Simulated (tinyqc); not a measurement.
Size effects in the resistivity of thin metal films and interconnect lines: one step, computed by the program tinyqc.

Electrons lose their drift at surfaces (a share 1 - p of the hits) and at grain boundaries (reflection R), besides bulk scattering. The line sits in a trench with a non-conducting liner on both walls and the bottom; the spacing equals the drawn width.

Question. Grain boundaries. Mayadas-Shatzkes: alpha = (lambda/D) R/(1 - R); rho_b/rho = 1 - 3 alpha/2 + 3 alpha^2 - 3 alpha^3 ln(1 + 1/alpha).

Inputs (values chosen for the exercise, modelled on iridium): bulk mean free path lambda = 6.73 nm; grain-boundary reflection R = 0.65.

Geometry: line.

grain size D = 105.82 nm

Give: alpha; rho/rho_b from grains.

Answer.

alpha = 0.11811

rho/rho_b from grains = 1.1715

The linear estimate 1 + 3 alpha/2 gives 1.177, within 2 %.
